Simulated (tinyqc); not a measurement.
Worked calculation (part 1 of 2): RHF in the sto-3g basis, for Li+, spin multiplicity 1. Computed by tinyqc, a small Python program that keeps every step (integrals from PySCF). Settings: charge = 1, multiplicity = 1, basis = sto-3g, energy threshold = 1e-10, iteration cap = 61, orthogonalisation = symmetric, start = highest core orbitals, DIIS depth = 4, DIIS from iteration = 2, method = RHF. Command: `OMP_NUM_THREADS=1 python tinyqc.py 27100 27101 out.jsonl` (the two numbers bound the seeds that draw the settings). One thread of a shared host (Intel(R) Xeon(R) Processor @ 2.60GHz), about 0.04 s of CPU time with the checks. Later iterations appear only in the table of the cycle.

## One-electron integrals

Geometry (angstrom):
```
atom         x         y         z
Li    0.000000  0.000000  0.000000
```

Basis sto-3g: exponents (1/bohr^2) and contraction coefficients of normalised primitives:
```
element  l (shell)   exponent  coefficient
Li           s (1)  16.119575     0.154329
Li           s (1)   2.936201     0.535328
Li           s (1)   0.794651     0.444635
Li           s (2)   0.636290    -0.099967
Li           s (2)   0.147860     0.399513
Li           s (2)   0.048089     0.700115
Li           p (3)   0.636290     0.155916
Li           p (3)   0.147860     0.607684
Li           p (3)   0.048089     0.391957
```

Overlap, kinetic and nuclear-attraction integrals over the contracted functions; the nuclear repulsion is the sum of Za Zb / Rab.

nuclear repulsion = 0 hartree

overlap S:
```
           1Li 1s    1Li 2s   1Li 2px   1Li 2py   1Li 2pz
1Li 1s   1.000000  0.241137  0.000000  0.000000  0.000000
1Li 2s   0.241137  1.000000  0.000000  0.000000  0.000000
1Li 2px  0.000000  0.000000  1.000000  0.000000  0.000000
1Li 2py  0.000000  0.000000  0.000000  1.000000  0.000000
1Li 2pz  0.000000  0.000000  0.000000  0.000000  1.000000
```

kinetic energy T (hartree):
```
            1Li 1s     1Li 2s   1Li 2px   1Li 2py   1Li 2pz
1Li 1s    3.576786  -0.020237  0.000000  0.000000  0.000000
1Li 2s   -0.020237   0.102163  0.000000  0.000000  0.000000
1Li 2px   0.000000   0.000000  0.319682  0.000000  0.000000
1Li 2py   0.000000   0.000000  0.000000  0.319682  0.000000
1Li 2pz   0.000000   0.000000  0.000000  0.000000  0.319682
```

nuclear attraction V (hartree):
```
            1Li 1s     1Li 2s    1Li 2px    1Li 2py    1Li 2pz
1Li 1s   -7.982881  -0.964343   0.000000   0.000000   0.000000
1Li 2s   -0.964343  -1.206923   0.000000   0.000000   0.000000
1Li 2px   0.000000   0.000000  -1.197261   0.000000   0.000000
1Li 2py   0.000000   0.000000   0.000000  -1.197261   0.000000
1Li 2pz   0.000000   0.000000   0.000000   0.000000  -1.197261
```

core Hamiltonian H = T + V (hartree):
```
            1Li 1s     1Li 2s    1Li 2px    1Li 2py    1Li 2pz
1Li 1s   -4.406095  -0.984581   0.000000   0.000000   0.000000
1Li 2s   -0.984581  -1.104759   0.000000   0.000000   0.000000
1Li 2px   0.000000   0.000000  -0.877579   0.000000   0.000000
1Li 2py   0.000000   0.000000   0.000000  -0.877579   0.000000
1Li 2pz   0.000000   0.000000   0.000000   0.000000  -0.877579
```

## Two-electron integrals

Functions are numbered as in S; the eight-fold symmetry (ij|kl) = (ji|kl) = (kl|ij) leaves the list below.

Two-electron integrals (ij|kl) in chemists' order, unique and non-zero (hartree):
```
(11|11) 1.680395   (21|11) 0.265420   (21|21) 0.049941   (22|11) 0.397727
(22|21) 0.092860   (22|22) 0.290562   (31|31) 0.008981   (32|31) 0.013788
(32|32) 0.064184   (33|11) 0.396640   (33|21) 0.092880   (33|22) 0.290497
(33|33) 0.312946   (41|41) 0.008981   (42|41) 0.013788   (42|42) 0.064184
(43|43) 0.016869   (44|11) 0.396640   (44|21) 0.092880   (44|22) 0.290497
(44|33) 0.279207   (44|44) 0.312946   (51|51) 0.008981   (52|51) 0.013788
(52|52) 0.064184   (53|53) 0.016869   (54|54) 0.016869   (55|11) 0.396640
(55|21) 0.092880   (55|22) 0.290497   (55|33) 0.279207   (55|44) 0.279207
(55|55) 0.312946
```

## Orthogonalisation

S = U s U^T; symmetric (Loewdin) form X = U s^(-1/2) U^T, so that X^T S X = 1.

eigenvalues of S: 0.758863  1.000000  1.000000  1.000000  1.241137

X:
```
            1Li 1s     1Li 2s   1Li 2px   1Li 2py   1Li 2pz
1Li 1s    1.022776  -0.125161  0.000000  0.000000  0.000000
1Li 2s   -0.125161   1.022776  0.000000  0.000000  0.000000
1Li 2px   0.000000   0.000000  1.000000  0.000000  0.000000
1Li 2py   0.000000   0.000000  0.000000  1.000000  0.000000
1Li 2pz   0.000000   0.000000  0.000000  0.000000  1.000000
```

## Starting guess

The start is the highest orbitals of the core Hamiltonian (a deliberately bad start); D = 2 C_occ C_occ^T.

D at the start:
```
           1Li 1s    1Li 2s   1Li 2px   1Li 2py   1Li 2pz
1Li 1s   0.000000  0.000000  0.000000  0.000000  0.000000
1Li 2s   0.000000  0.000000  0.000000  0.000000  0.000000
1Li 2px  0.000000  0.000000  0.000000  0.000000  0.000000
1Li 2py  0.000000  0.000000  0.000000  0.000000  0.000000
1Li 2pz  0.000000  0.000000  0.000000  0.000000  2.000000
```

## Iteration 1: building the Fock matrix

J_ij = sum D_kl (ij|kl), K_ij = sum D_kl (ik|jl); F = H + J - 0.5 K; E = tr D H + tr D J / 2 - 0.25 tr D K + E_nn.

Coulomb J (hartree):
```
           1Li 1s    1Li 2s   1Li 2px   1Li 2py   1Li 2pz
1Li 1s   0.793279  0.185761  0.000000  0.000000  0.000000
1Li 2s   0.185761  0.580994  0.000000  0.000000  0.000000
1Li 2px  0.000000  0.000000  0.558414  0.000000  0.000000
1Li 2py  0.000000  0.000000  0.000000  0.558414  0.000000
1Li 2pz  0.000000  0.000000  0.000000  0.000000  0.625891
```

exchange K (hartree):
```
           1Li 1s    1Li 2s   1Li 2px   1Li 2py   1Li 2pz
1Li 1s   0.017963  0.027577  0.000000  0.000000  0.000000
1Li 2s   0.027577  0.128369  0.000000  0.000000  0.000000
1Li 2px  0.000000  0.000000  0.033738  0.000000  0.000000
1Li 2py  0.000000  0.000000  0.000000  0.033738  0.000000
1Li 2pz  0.000000  0.000000  0.000000  0.000000  0.625891
```

Fock matrix F (hartree):
```
            1Li 1s     1Li 2s    1Li 2px    1Li 2py    1Li 2pz
1Li 1s   -3.621797  -0.812608   0.000000   0.000000   0.000000
1Li 2s   -0.812608  -0.587950   0.000000   0.000000   0.000000
1Li 2px   0.000000   0.000000  -0.336034   0.000000   0.000000
1Li 2py   0.000000   0.000000   0.000000  -0.336034   0.000000
1Li 2pz   0.000000   0.000000   0.000000   0.000000  -0.564634
```

total energy of this density = -1.44221277 hartree

## Iteration 1: diagonalisation and new density

Diagonalise F' = X^T F X, C = X C', fill 1 alpha and 1 beta electrons from the bottom; D = 2 C_occ C_occ^T. Each column has its largest component positive (the first on a tie).

F' = X^T F X (hartree):
```
           1          2          3          4          5
1  -3.589822  -0.323878   0.000000   0.000000   0.000000
2  -0.323878  -0.463727   0.000000   0.000000   0.000000
3   0.000000   0.000000  -0.336034   0.000000   0.000000
4   0.000000   0.000000   0.000000  -0.336034   0.000000
5   0.000000   0.000000   0.000000   0.000000  -0.564634
```

orbital energies (hartree): MO1 -3.623024, MO2 -0.564634, MO3 -0.430524, MO4 -0.336034, MO5 -0.336034

coefficients C:
```
               MO1       MO2        MO3       MO4       MO5
1Li 1s    1.004680  0.000000  -0.228813  0.000000  0.000000
1Li 2s   -0.020204  0.000000   1.030208  0.000000  0.000000
1Li 2px   0.000000  0.000000   0.000000  0.000000  1.000000
1Li 2py   0.000000  0.000000   0.000000  1.000000  0.000000
1Li 2pz   0.000000  1.000000   0.000000  0.000000  0.000000
```

D after iteration 1:
```
            1Li 1s     1Li 2s   1Li 2px   1Li 2py   1Li 2pz
1Li 1s    2.018763  -0.040598  0.000000  0.000000  0.000000
1Li 2s   -0.040598   0.000816  0.000000  0.000000  0.000000
1Li 2px   0.000000   0.000000  0.000000  0.000000  0.000000
1Li 2py   0.000000   0.000000  0.000000  0.000000  0.000000
1Li 2pz   0.000000   0.000000  0.000000  0.000000  0.000000
```

Within a degenerate level the vectors are fixed only up to a rotation; this is one choice.

## Iteration 2: building the Fock matrix

As before.

Coulomb J (hartree):
```
           1Li 1s    1Li 2s   1Li 2px   1Li 2py   1Li 2pz
1Li 1s   3.371093  0.531842  0.000000  0.000000  0.000000
1Li 2s   0.531842  0.795614  0.000000  0.000000  0.000000
1Li 2px  0.000000  0.000000  0.793417  0.000000  0.000000
1Li 2py  0.000000  0.000000  0.000000  0.793417  0.000000
1Li 2pz  0.000000  0.000000  0.000000  0.000000  0.793417
```

exchange K (hartree):
```
           1Li 1s    1Li 2s   1Li 2px   1Li 2py   1Li 2pz
1Li 1s   3.370809  0.517722  0.000000  0.000000  0.000000
1Li 2s   0.517722  0.093517  0.000000  0.000000  0.000000
1Li 2px  0.000000  0.000000  0.017064  0.000000  0.000000
1Li 2py  0.000000  0.000000  0.000000  0.017064  0.000000
1Li 2pz  0.000000  0.000000  0.000000  0.000000  0.017064
```

Fock matrix F (hartree):
```
            1Li 1s     1Li 2s    1Li 2px    1Li 2py    1Li 2pz
1Li 1s   -2.720406  -0.711600   0.000000   0.000000   0.000000
1Li 2s   -0.711600  -0.355904   0.000000   0.000000   0.000000
1Li 2px   0.000000   0.000000  -0.092694   0.000000   0.000000
1Li 2py   0.000000   0.000000   0.000000  -0.092694   0.000000
1Li 2pz   0.000000   0.000000   0.000000   0.000000  -0.092694
```

total energy of this density = -7.12509308 hartree

## Iteration 2: diagonalisation and new density

As before.

F' = X^T F X (hartree):
```
           1          2          3          4          5
1  -2.669128  -0.361728   0.000000   0.000000   0.000000
2  -0.361728  -0.232731   0.000000   0.000000   0.000000
3   0.000000   0.000000  -0.092694   0.000000   0.000000
4   0.000000   0.000000   0.000000  -0.092694   0.000000
5   0.000000   0.000000   0.000000   0.000000  -0.092694
```

orbital energies (hartree): MO1 -2.721699, MO2 -0.180160, MO3 -0.092694, MO4 -0.092694, MO5 -0.092694

coefficients C:
```
              MO1        MO2       MO3       MO4       MO5
1Li 1s   0.994142  -0.270957  0.000000  0.000000  0.000000
1Li 2s   0.023237   1.030144  0.000000  0.000000  0.000000
1Li 2px  0.000000   0.000000  1.000000  0.000000  0.000000
1Li 2py  0.000000   0.000000  0.000000  1.000000  0.000000
1Li 2pz  0.000000   0.000000  0.000000  0.000000  1.000000
```

D after iteration 2:
```
           1Li 1s    1Li 2s   1Li 2px   1Li 2py   1Li 2pz
1Li 1s   1.976638  0.046202  0.000000  0.000000  0.000000
1Li 2s   0.046202  0.001080  0.000000  0.000000  0.000000
1Li 2px  0.000000  0.000000  0.000000  0.000000  0.000000
1Li 2py  0.000000  0.000000  0.000000  0.000000  0.000000
1Li 2pz  0.000000  0.000000  0.000000  0.000000  0.000000
```

Within a degenerate level the vectors are fixed only up to a rotation; this is one choice.

## Iteration 3: building the Fock matrix

As before.

Coulomb J (hartree):
```
           1Li 1s    1Li 2s   1Li 2px   1Li 2py   1Li 2pz
1Li 1s   3.346488  0.529355  0.000000  0.000000  0.000000
1Li 2s   0.529355  0.795056  0.000000  0.000000  0.000000
1Li 2px  0.000000  0.000000  0.792909  0.000000  0.000000
1Li 2py  0.000000  0.000000  0.000000  0.792909  0.000000
1Li 2pz  0.000000  0.000000  0.000000  0.000000  0.792909
```

exchange K (hartree):
```
           1Li 1s    1Li 2s   1Li 2px   1Li 2py   1Li 2pz
1Li 1s   3.346113  0.545424  0.000000  0.000000  0.000000
1Li 2s   0.545424  0.107611  0.000000  0.000000  0.000000
1Li 2px  0.000000  0.000000  0.019096  0.000000  0.000000
1Li 2py  0.000000  0.000000  0.000000  0.019096  0.000000
1Li 2pz  0.000000  0.000000  0.000000  0.000000  0.019096
```

Fock matrix F (hartree):
```
            1Li 1s     1Li 2s    1Li 2px    1Li 2py    1Li 2pz
1Li 1s   -2.732663  -0.727937   0.000000   0.000000   0.000000
1Li 2s   -0.727937  -0.363508   0.000000   0.000000   0.000000
1Li 2px   0.000000   0.000000  -0.094218   0.000000   0.000000
1Li 2py   0.000000   0.000000   0.000000  -0.094218   0.000000
1Li 2pz   0.000000   0.000000   0.000000   0.000000  -0.094218
```

total energy of this density = -7.13528490 hartree

## Iteration 3: DIIS over 2 matrices

error matrix X^T (FDS - SDF) X:
```
           1         2         3         4         5
1   0.000000  0.027017  0.000000  0.000000  0.000000
2  -0.027017  0.000000  0.000000  0.000000  0.000000
3   0.000000  0.000000  0.000000  0.000000  0.000000
4   0.000000  0.000000  0.000000  0.000000  0.000000
5   0.000000  0.000000  0.000000  0.000000  0.000000
```

B (overlaps of the stored error matrices):
```
               1              2
1  9.1646358e-02  1.1566852e-02
2  1.1566852e-02  1.4598734e-03
```

Minimise |sum c_i e_i|^2 with sum c_i = 1: solve [B -1; -1 0][c; lambda] = [0; -1] with B_ij = tr e_i^T e_j, and take F = sum c_i F_i.

DIIS coefficients: -0.144442  1.144442

extrapolated F (hartree):
```
            1Li 1s     1Li 2s    1Li 2px    1Li 2py    1Li 2pz
1Li 1s   -2.734433  -0.730297   0.000000   0.000000   0.000000
1Li 2s   -0.730297  -0.364607   0.000000   0.000000   0.000000
1Li 2px   0.000000   0.000000  -0.094438   0.000000   0.000000
1Li 2py   0.000000   0.000000   0.000000  -0.094438   0.000000
1Li 2pz   0.000000   0.000000   0.000000   0.000000  -0.094438
```

## Iteration 3: diagonalisation and new density

As before.

F' = X^T F X (hartree):
```
           1          2          3          4          5
1  -2.679151  -0.378669   0.000000   0.000000   0.000000
2  -0.378669  -0.237267   0.000000   0.000000   0.000000
3   0.000000   0.000000  -0.094438   0.000000   0.000000
4   0.000000   0.000000   0.000000  -0.094438   0.000000
5   0.000000   0.000000   0.000000   0.000000  -0.094438
```

orbital energies (hartree): MO1 -2.736524, MO2 -0.179894, MO3 -0.094438, MO4 -0.094438, MO5 -0.094438

coefficients C:
```
              MO1        MO2       MO3       MO4       MO5
1Li 1s   0.992486  -0.276964  0.000000  0.000000  0.000000
1Li 2s   0.029466   1.029985  0.000000  0.000000  0.000000
1Li 2px  0.000000   0.000000  1.000000  0.000000  0.000000
1Li 2py  0.000000   0.000000  0.000000  1.000000  0.000000
1Li 2pz  0.000000   0.000000  0.000000  0.000000  1.000000
```

D after iteration 3:
```
           1Li 1s    1Li 2s   1Li 2px   1Li 2py   1Li 2pz
1Li 1s   1.970055  0.058490  0.000000  0.000000  0.000000
1Li 2s   0.058490  0.001737  0.000000  0.000000  0.000000
1Li 2px  0.000000  0.000000  0.000000  0.000000  0.000000
1Li 2py  0.000000  0.000000  0.000000  0.000000  0.000000
1Li 2pz  0.000000  0.000000  0.000000  0.000000  0.000000
```

Within a degenerate level the vectors are fixed only up to a rotation; this is one choice.

## Iteration 4: building the Fock matrix

As before.

Coulomb J (hartree):
```
           1Li 1s    1Li 2s   1Li 2px   1Li 2py   1Li 2pz
1Li 1s   3.342211  0.528896  0.000000  0.000000  0.000000
1Li 2s   0.528896  0.794911  0.000000  0.000000  0.000000
1Li 2px  0.000000  0.000000  0.792772  0.000000  0.000000
1Li 2py  0.000000  0.000000  0.000000  0.792772  0.000000
1Li 2pz  0.000000  0.000000  0.000000  0.000000  0.792772
```

exchange K (hartree):
```
           1Li 1s    1Li 2s   1Li 2px   1Li 2py   1Li 2pz
1Li 1s   3.341607  0.549238  0.000000  0.000000  0.000000
1Li 2s   0.549238  0.109755  0.000000  0.000000  0.000000
1Li 2px  0.000000  0.000000  0.019418  0.000000  0.000000
1Li 2py  0.000000  0.000000  0.000000  0.019418  0.000000
1Li 2pz  0.000000  0.000000  0.000000  0.000000  0.019418
```

Fock matrix F (hartree):
```
            1Li 1s     1Li 2s    1Li 2px    1Li 2py    1Li 2pz
1Li 1s   -2.734687  -0.730303   0.000000   0.000000   0.000000
1Li 2s   -0.730303  -0.364725   0.000000   0.000000   0.000000
1Li 2px   0.000000   0.000000  -0.094517   0.000000   0.000000
1Li 2py   0.000000   0.000000   0.000000  -0.094517   0.000000
1Li 2pz   0.000000   0.000000   0.000000   0.000000  -0.094517
```

total energy of this density = -7.13544763 hartree

## Iteration 4: DIIS over 3 matrices

error matrix X^T (FDS - SDF) X:
```
          1          2         3         4         5
1  0.000000  -0.000120  0.000000  0.000000  0.000000
2  0.000120   0.000000  0.000000  0.000000  0.000000
3  0.000000   0.000000  0.000000  0.000000  0.000000
4  0.000000   0.000000  0.000000  0.000000  0.000000
5  0.000000   0.000000  0.000000  0.000000  0.000000
```

B (overlaps of the stored error matrices):
```
                1               2               3
1   9.1646358e-02   1.1566852e-02  -5.1237157e-05
2   1.1566852e-02   1.4598734e-03  -6.4667342e-06
3  -5.1237157e-05  -6.4667342e-06   2.8645397e-08
```

As before.

DIIS coefficients: -0.061618  0.490740  0.570878

extrapolated F (hartree):
```
            1Li 1s     1Li 2s    1Li 2px    1Li 2py    1Li 2pz
1Li 1s   -2.734574  -0.730295   0.000000   0.000000   0.000000
1Li 2s   -0.730295  -0.364672   0.000000   0.000000   0.000000
1Li 2px   0.000000   0.000000  -0.094482   0.000000   0.000000
1Li 2py   0.000000   0.000000   0.000000  -0.094482   0.000000
1Li 2pz   0.000000   0.000000   0.000000   0.000000  -0.094482
```

## Iteration 4: diagonalisation and new density

As before.

F' = X^T F X (hartree):
```
           1          2          3          4          5
1  -2.679300  -0.378641   0.000000   0.000000   0.000000
2  -0.378641  -0.237338   0.000000   0.000000   0.000000
3   0.000000   0.000000  -0.094482   0.000000   0.000000
4   0.000000   0.000000   0.000000  -0.094482   0.000000
5   0.000000   0.000000   0.000000   0.000000  -0.094482
```

orbital energies (hartree): MO1 -2.736663, MO2 -0.179975, MO3 -0.094482, MO4 -0.094482, MO5 -0.094482

coefficients C:
```
              MO1        MO2       MO3       MO4       MO5
1Li 1s   0.992490  -0.276949  0.000000  0.000000  0.000000
1Li 2s   0.029451   1.029985  0.000000  0.000000  0.000000
1Li 2px  0.000000   0.000000  1.000000  0.000000  0.000000
1Li 2py  0.000000   0.000000  0.000000  1.000000  0.000000
1Li 2pz  0.000000   0.000000  0.000000  0.000000  1.000000
```

D after iteration 4:
```
           1Li 1s    1Li 2s   1Li 2px   1Li 2py   1Li 2pz
1Li 1s   1.970072  0.058459  0.000000  0.000000  0.000000
1Li 2s   0.058459  0.001735  0.000000  0.000000  0.000000
1Li 2px  0.000000  0.000000  0.000000  0.000000  0.000000
1Li 2py  0.000000  0.000000  0.000000  0.000000  0.000000
1Li 2pz  0.000000  0.000000  0.000000  0.000000  0.000000
```

Within a degenerate level the vectors are fixed only up to a rotation; this is one choice.

## Iteration 8 (converged): orbitals

converged F (hartree):
```
            1Li 1s     1Li 2s    1Li 2px    1Li 2py    1Li 2pz
1Li 1s   -2.734678  -0.730293   0.000000   0.000000   0.000000
1Li 2s   -0.730293  -0.364720   0.000000   0.000000   0.000000
1Li 2px   0.000000   0.000000  -0.094515   0.000000   0.000000
1Li 2py   0.000000   0.000000   0.000000  -0.094515   0.000000
1Li 2pz   0.000000   0.000000   0.000000   0.000000  -0.094515
```

As before.

F' = X^T F X (hartree):
```
           1          2          3          4          5
1  -2.679410  -0.378619   0.000000   0.000000   0.000000
2  -0.378619  -0.237390   0.000000   0.000000   0.000000
3   0.000000   0.000000  -0.094515   0.000000   0.000000
4   0.000000   0.000000   0.000000  -0.094515   0.000000
5   0.000000   0.000000   0.000000   0.000000  -0.094515
```

orbital energies (hartree): MO1 -2.736765, MO2 -0.180035, MO3 -0.094515, MO4 -0.094515, MO5 -0.094515

coefficients C:
```
              MO1        MO2       MO3       MO4       MO5
1Li 1s   0.992493  -0.276937  0.000000  0.000000  0.000000
1Li 2s   0.029439   1.029985  0.000000  0.000000  0.000000
1Li 2px  0.000000   0.000000  1.000000  0.000000  0.000000
1Li 2py  0.000000   0.000000  0.000000  1.000000  0.000000
1Li 2pz  0.000000   0.000000  0.000000  0.000000  1.000000
```

D after iteration 8:
```
           1Li 1s    1Li 2s   1Li 2px   1Li 2py   1Li 2pz
1Li 1s   1.970085  0.058436  0.000000  0.000000  0.000000
1Li 2s   0.058436  0.001733  0.000000  0.000000  0.000000
1Li 2px  0.000000  0.000000  0.000000  0.000000  0.000000
1Li 2py  0.000000  0.000000  0.000000  0.000000  0.000000
1Li 2pz  0.000000  0.000000  0.000000  0.000000  0.000000
```

Within a degenerate level the vectors are fixed only up to a rotation; this is one choice.
